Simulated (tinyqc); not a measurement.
Double-gate transistor, scale length and short-channel effects: one step of the calculation.

A body of thickness ts between two insulators of thickness ti and two tied gates. Below threshold the potential that source and drain add obeys Laplace's equation and vanishes on the gate. Its lowest mode decays along the channel as exp(-k y); k is the smallest positive root of the matching condition at the interface, and the scale length is Lambda = pi/k.

Question. Scale length against simple estimates. Lambda = pi/k and l = 1/k. A parabolic potential across the structure gives l(parabolic) = sqrt((eps_r/(2 ei)) ts ti (1 + ei ts/(4 eps_r ti))).

Inputs (values chosen for the exercise); permittivities: semiconductor close to that of gallium nitride, insulator close to that of silicon dioxide:
- eps_r = 9.67 (relative permittivity of the semiconductor)
- ei = 3.93 (relative permittivity of the insulator)
- ti = 1.4 nm (insulator thickness)
- ts = 9.2 nm (body thickness)

k = 0.20495490 1/nm

Find: Lambda; l; l(parabolic).

Answer.

Lambda = 15.328 nm
l = 4.8791 nm
l(parabolic) = 5.1406 nm

Numbers from tinyqc (`OMP_NUM_THREADS=1 python tinyqc.py 2420026 2420027 out.jsonl`; about 0.01 s on one thread of a shared Intel Xeon 2.30GHz).
